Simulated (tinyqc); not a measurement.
# Thermionic-field emission through a Schottky barrier, WKB: effect of temperature

Metal on an n-type semiconductor with one parabolic valley; V > 0 is forward bias (metal positive). Energies E are counted from the conduction edge of the neutral semiconductor, whose Fermi level lies at -xi; that of the metal lies at -xi - V. The barrier is a parabola of height Vd = phi - xi - V (depletion approximation, no image force).

Nc = 2 (2 pi me m0 kB T/h^2)^1.5 (times 1e-6 for cm^-3); Nd = Nc F12(-xi/Vt), F12(x) = (2/sqrt(pi)) int_0^infinity sqrt(u)/(1 + exp(u - x)) du; E00 = (hbar/2) sqrt(Nd/(me m0 eps0 eps_r)) in SI units (volts). For E < Vd, ln T(E) = -(Vd/E00) [sqrt(1 - y) - y ln((1 + sqrt(1 - y))/sqrt(y))], y = E/Vd; T(E) = 1 above. J = A* T (q/kB) int_0^infinity T(E) N(E) dE, N = ln[(1 + exp((-xi - E)/Vt))/(1 + exp((-xi - V - E)/Vt))], A* = 4 pi q me m0 kB^2/h^3 (times 1e-4 for A/(cm^2 K^2)). The integral is converged to the digits shown; the share over the barrier is that of E > Vd, and 0 means below 1e-6 %. phi is held fixed. By a common rule of thumb, E00/Vt below 0.5 marks thermionic emission, 0.5 to 5 thermionic-field emission and above 5 field emission.

Inputs (values chosen for the exercise); band and dielectric values close to those of gallium nitride:
```
symbol   value   unit                             meaning
me       0.202     m0                       electron mass
eps_r     9.65                      relative permittivity
phi       0.35     eV  barrier height seen from the metal
Nd      1.2e19  cm^-3                       donor density
V         0.12      V                                bias
```

Constants: q = 1.602176634e-19 C, kB = 1.380649e-23 J/K, eps0 = 8.8541878128e-12 F/m, hbar = 1.054571817e-34 J s, h = 6.62607015e-34 J s, m0 = 9.1093837015e-31 kg, Vt = kB T/q. Results are converted to the units shown.

Result of one run:

| T (K) | E00/Vt | J (A/cm^2) | share over the barrier (%) | mean E/Vd |
|---|---|---|---|---|
| 250 | 2.138 | 1.823e5 | 0.0191 | 0.2781 |

What becomes of these results when the temperature T is changed from 250 to 500 K, all else the same?

Result of the changed run:

| T (K) | E00/Vt | J (A/cm^2) | share over the barrier (%) | mean E/Vd |
|---|---|---|---|---|
| 500 | 1.069 | 6.874e5 | 3.98 | 0.5194 |

The whole series:

| T (K) | E00/Vt | J (A/cm^2) | share over the barrier (%) | mean E/Vd |
|---|---|---|---|---|
| 60 | 8.910 | 9.006e4 | 0 | 0.1661 |
| 100 | 5.346 | 9.830e4 | 0 | 0.1785 |
| 150 | 3.564 | 1.156e5 | 8.84e-6 | 0.2028 |
| 200 | 2.673 | 1.427e5 | 1.09e-3 | 0.2365 |
| 250 | 2.138 | 1.823e5 | 0.0191 | 0.2781 |
| 300 | 1.782 | 2.377e5 | 0.125 | 0.3252 |
| 400 | 1.336 | 4.105e5 | 1.16 | 0.4251 |
| 500 | 1.069 | 6.874e5 | 3.98 | 0.5194 |

J rises from 90100 to 6.87e5 A/cm^2, and the mean E/Vd rises from 0.166 to 0.519, as E00/Vt falls from 8.91 (field emission) to 1.07 (thermionic-field emission). Between the first two rows J changes by a factor of 1.09, between the last two by 1.67.

Range of the model: The depletion approximation, a parabolic band and the neglect of image-force lowering make these currents estimates at high doping.

Numbers from tinyqc (`OMP_NUM_THREADS=1 python tinyqc.py 2640016 2640017 out.jsonl`; about 0.04 s on one thread of a shared Intel Xeon 2.30GHz).
